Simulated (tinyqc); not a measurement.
Admittance spectroscopy and thermally stimulated current of one trap level in a depletion layer. Inputs raised by 2 %, one at a time. Computed by tinyqc, a small Python program. Command: `OMP_NUM_THREADS=1 python tinyqc.py 3112507 3112508 out.jsonl admit sens`. One thread of a shared host (Intel(R) Xeon(R) Processor @ 2.30GHz), about 0.01 s of CPU time with the checks.

A Schottky junction on n-type material holds one donor-like electron trap; shallow donors are fully ionised and abrupt depletion edges are assumed.

Inputs (values chosen for the exercise, modelled on n-type GaN): dielectric constant eps = 9.4; density-of-states mass m = 0.197 m_0; shallow doping N = 2.6e+16 1/cm^3; trap density N_t = 5.5e+14 1/cm^3; trap depth E_t below the band = 0.336 eV; capture cross section sigma = 3.6e-17 cm^2; band bending V_b = 2.4 V; test frequency f = 100000 Hz; heating rate beta = 1.2 K/s.

Constants: k_B = 1.380649e-23 J/K; m_0 = 9.1093837015e-31 kg; h = 6.62607015e-34 J s; k_B = 8.617333262e-05 eV/K; eps_0 = 8.8541878128e-12 F/m; e = 1.602176634e-19 C.

Method:
- N_c = 2 (2 pi m k_B T/h^2)^(3/2), v_th = sqrt(3 k_B T/m), emission rate e_n = sigma v_th N_c exp(-E_t/(k_B T)).
- Where the level crosses the Fermi level capture equals emission, so the trap follows the signal with the rate 2 e_n; G/omega peaks at omega = 2 e_n (the correction for large N_t/N is left out).
- Solve 2 e_n(T_p) = 2 pi f.
- With E_c - E_F = k_B T_p ln(N_c/N): lambda = sqrt(2 eps eps_0 (E_t - (E_c - E_F))/(e^2 N)); traps are empty and charged for x < x_t = w - lambda, and V_b = e (N w^2 + N_t x_t^2)/(2 eps eps_0). High frequency: C_hf = eps eps_0/w. Low frequency: C_lf = eps eps_0 (N + N_t)/(N w + N_t x_t).
- Thermally stimulated current without retrapping: filled share n(T) = exp(-(1/beta) int e_n dT), current proportional to e_n n; the peak obeys beta (E_t/(k_B T^2) + 2/T) = e_n(T). The integral starts at 0.5 T_m and uses 4000 trapezoid steps to 1.2 T_m.
- Chen's first-order estimate from the full width W = T_2 - T_1 between the half-height points: E = 2.52 k_B T_m^2/W - 2 k_B T_m.

Runs:
```
input moved                            from         to  peak temperature T_p (K)  step (C_lf - C_hf)/C_hf  peak temperature T_m (K)  C_hf (nF/cm^2)
base run                                  -          -                     413.2                 0.005426                     175.7           27.03
trap depth E_t below the band (eV)    0.336    0.34272                     420.0                 0.005475                     178.9           27.03
shallow doping N (1/cm^3)           2.6e+16  2.652e+16                     413.2                 0.005332                     175.7           27.30
trap density N_t (1/cm^3)           5.5e+14   5.61e+14                     413.2                 0.005533                     175.7           27.03
band bending V_b (V)                    2.4      2.448                     413.2                 0.005372                     175.7           26.77
test frequency f (Hz)                100000     102000                     413.9                 0.005419                     175.7           27.03
density-of-states mass m (m_0)        0.197    0.20094                     412.4                 0.005414                     175.6           27.03
heating rate beta (K/s)                 1.2      1.224                     413.2                 0.005426                     175.9           27.03
```

Exponents ln(y'/y) / ln(x'/x):
```
input                          peak temperature T_p  step (C_lf - C_hf)/C_hf  peak temperature T_m    C_hf
trap depth E_t below the band                 0.825                    0.459                 0.885  -0.002
shallow doping N                              0.000                   -0.880                 0.000   0.494
trap density N_t                              0.000                    0.990                 0.000   0.006
band bending V_b                              0.000                   -0.501                 0.000  -0.498
test frequency f                              0.087                   -0.062                 0.000   0.000
density-of-states mass m                     -0.087                   -0.104                -0.038   0.000
heating rate beta                             0.000                    0.000                 0.038   0.000
```

To which inputs is each result most sensitive?

Among the inputs moved here: peak temperature T_p answers most in size to trap depth E_t below the band (exponent +0.825), next to test frequency f (+0.087); its exponent is below 0.0005 for shallow doping N, trap density N_t, band bending V_b, heating rate beta. Step (C_lf - C_hf)/C_hf answers most in size to trap density N_t (exponent +0.990), next to shallow doping N (-0.880); its exponent is below 0.0005 for heating rate beta. Its exponent +0.990 in trap density N_t: a dilute trap. Peak temperature T_m answers most in size to trap depth E_t below the band (exponent +0.885), next to density-of-states mass m (-0.038); its exponent is below 0.0005 for shallow doping N, trap density N_t, band bending V_b, test frequency f. C_hf answers most in size to band bending V_b (exponent -0.498), and about equally to shallow doping N (+0.494); its exponent is below 0.0005 for test frequency f, density-of-states mass m, heating rate beta. Its exponent -0.498 in band bending V_b: w grows as sqrt(V_b).

Extremes, crossings and ranges named in words are read from the listed rows.
